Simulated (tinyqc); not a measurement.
What moves the zone average: special k points of the fcc lattice.

Lattice vectors in units of a: a1 = (0, 1/2, 1/2), a2 = (1/2, 0, 1/2), a3 = (1/2, 1/2, 0); reciprocal vectors b_i with a_i . b_j = 2 pi delta_ij. Mesh: k = sum_i f_i b_i with f_i = (2 j_i + shift)/(2 N), j_i = 0 .. N-1. The point group of the lattice has 48 operations; only those that map the mesh onto itself are used.

A_m(k) = sum over the m-th star of lattice vectors R of cos(k . R), stars in order of length: m = 1: |R|^2 = 0.5, 12 vectors, such as (1, 0, 0) in the basis a_i; m = 2: |R|^2 = 1, 6 vectors, such as (1, 1, -1) in the basis a_i; m = 3: |R|^2 = 1.5, 24 vectors, such as (2, 0, -1) in the basis a_i; m = 4: |R|^2 = 2, 12 vectors, such as (2, 0, 0) in the basis a_i; m = 5: |R|^2 = 2.5, 24 vectors, such as (2, 1, -1) in the basis a_i; m = 6: |R|^2 = 3, 8 vectors, such as (3, -1, -1) in the basis a_i. The zone mean of every A_m is zero.

Test function, the lower band of a two-band insulator: E(k) = -sqrt(D^2 + (e0 - t A_1(k))^2).

Values chosen for the exercise (the lattice of Si, GaAs, Cu and Al; the results hold for these values, not for the real material): D = 1.86 eV (half gap term); t = 0.47 eV (coupling); e0 = 1.64 eV (offset); N = 2 (points along each reciprocal vector); shift = 1 (half steps).

Mean of E over the mesh, and its error against the unshifted mesh with N = 24.

Results for these values:
```
case  mean (eV)  error (meV)  irreducible points
base    -2.9361       -45.97                   2
```

What happens to each result for t = 0.611 eV, all else kept?

Answer: mean falls from -2.9361 to -3.2476; error falls from -45.97 to -104.14; irreducible points does not change at the printed digits.

The same for each parameter in turn:
```
case          mean (eV)  error (meV)  irreducible points
base            -2.9361       -45.97                   2
N = 3           -2.8833         6.82                   6
shift = 0       -3.2842      -394.11                   3
D = 1.302 eV    -2.6067       -67.72                   2
t = 0.611 eV    -3.2476      -104.14                   2
```

Program tinyqc; command `OMP_NUM_THREADS=1 python tinyqc.py 1682174 1682175 out.jsonl`; about 0.1 s on one thread of a shared Intel(R) Xeon(R) Processor @ 2.30GHz.
